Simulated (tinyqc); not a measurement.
Inside a calculation. Model: equilibrium crystal shape, supported particles, Gibbs-Thomson effect and coarsening. Computed by tinyqc, a small Python program that keeps every step. Command: `OMP_NUM_THREADS=1 python tinyqc.py 3015059 3015060 out.jsonl wulff walk`. One thread of a shared host (Intel(R) Xeon(R) Processor @ 2.30GHz), about 0.04 s of CPU time with the checks. Intermediate numbers are printed to about 6 digits and carried at full precision; extremes and crossings named in words are read from the listed rows.

A cubic crystal bounded by {100}, {110} and {111} facets only.

Inputs (values chosen for the exercise, modelled on germanium):
```
quantity,value,unit
atomic volume Omega,22.64,angstrom^3
atoms in the particle N,1800,-
work of adhesion W_a,0.96,J/m^2
temperature T,900,K
precipitate interface energy gamma_i,0.38,J/m^2
solubility x_inf at a flat interface,0.001,-
diffusivity D,5.5e-17,m^2/s
mean radius at the start r0,1.1,nm
time t,13000,s
```

Surface energies: given.

surface energies gamma(100), gamma(110), gamma(111) (J/m^2): [1.02, 1.15, 1.02]

Constants: e = 1.602176634e-19 C; k_B = 8.617333262e-05 eV/K; k_B = 1.380649e-23 J/K.

## Surface energies

The energies and Omega are given.

gamma (J/m^2): (100) 1.02, (110) 1.15, (111) 1.02

Omega = 22.64 angstrom^3

## The Wulff shape

Wulff construction: the facet planes lie at distances lambda gamma from the centre, and the shape is the region inside all of them; V = (1/3) sum of area x distance. gamma_mean = sum A gamma / sum A; shape factor eta = A/V^(2/3) (4.836 for a sphere). lambda follows from V = N Omega.

area fractions: {100} 0.383338, {110} 0.121480, {111} 0.495181

gamma_mean = 1.03579 J/m^2

shape factor eta = 5.14342

distances of the planes from the centre (nm): {100} 1.97657, {110} 2.22849, {111} 1.97657

surface energy per atom = 0.218763 eV

Present: {100}, {110}, {111}. Caution: below a few thousand atoms edges and corners add to the energy and facets hold few atoms.

## Chemical potential of the particle

For the Wulff shape mu - mu(bulk) = 2 Omega gamma/h, with gamma and h = lambda gamma the energy and distance of any one facet plane, here (111); the vapour pressure rises by exp[(mu - mu(bulk))/(k_B T)].

mu - mu(bulk) = 145.842 meV

pressure ratio = 6.55662

This is 2/3 of the surface energy per atom (0.6667), since the total surface energy goes as N^(2/3).

## The particle on a substrate

Winterbottom: the particle sits on its largest facet family, {111}, with energy gamma_f; the substrate plane cuts the shape at the distance lambda (gamma_f - W_a) below the centre. Height over that of the free particle at the same lambda = (2 gamma_f - W_a)/(2 gamma_f). An isotropic particle with gamma_mean has cos(theta) = W_a/gamma_mean - 1 (Young-Dupre); a film dewets into particles whenever W_a < 2 gamma.

relative height = 0.529412

contact angle theta = 94.1963 degrees

W_a is below gamma_f: more than half of the shape shows.

## Gibbs-Thomson solubility and coarsening

Spherical precipitates of nearly pure solute with atomic volume Omega: x(r) = x_inf exp(l/r), l = 2 gamma_i Omega/(k_B T). Diffusion-limited coarsening at small volume fraction (Lifshitz-Slyozov-Wagner): r^3 = r0^3 + K t, K = (4/9) D x_inf l; the number density falls as (r0/r)^3. The steady size distribution is assumed from the start, and D and x_inf are inputs that do not follow T.

capillary length l = 1.38473 nm

x(r0)/x_inf = 3.52134

rate constant K = 0.0338489 nm^3/s

mean radius at t = 7.61377 nm

number density over its start = 0.00301563

The time to double the radius is 7 r0^3/K = 280 s; t is 47 times that. Caution: l is not small against r0, so the linearised Gibbs-Thomson law behind the coarsening rate is rough.

## Shape against the ratio gamma(100)/gamma(111)

Wulff construction: the facet planes lie at distances lambda gamma from the centre, and the shape is the region inside all of them; V = (1/3) sum of area x distance. gamma_mean = sum A gamma / sum A; shape factor eta = A/V^(2/3) (4.836 for a sphere). gamma(110)/gamma(111) is held at the value of this crystal.

Area fractions:
```
gamma(100)/gamma(111),{100},{110},{111},eta
0.55,1.00000,0.000000,0.000000,6.00000
0.60,0.99629,0.000000,0.003712,5.98470
0.72,0.88979,0.000000,0.110211,5.68549
0.85,0.64462,0.035773,0.319610,5.31862
1.00,0.38334,0.121480,0.495181,5.14342
1.12,0.24117,0.179927,0.578903,5.14625
1.30,0.09905,0.260476,0.640479,5.23684
1.75,0.00000,0.360709,0.639291,5.37357
```

{100} holds 100 % of the area in the first row and 0 % in the last; without {110} the limits are a cube below 1/sqrt(3) = 0.577 and an octahedron above sqrt(3) = 1.732. The roundest shape among these rows (eta = 5.143) is at the ratio 1; {110} shows in 5 rows.

Checks made by the program: volume against one third of area times distance (relative difference below 1e-10).
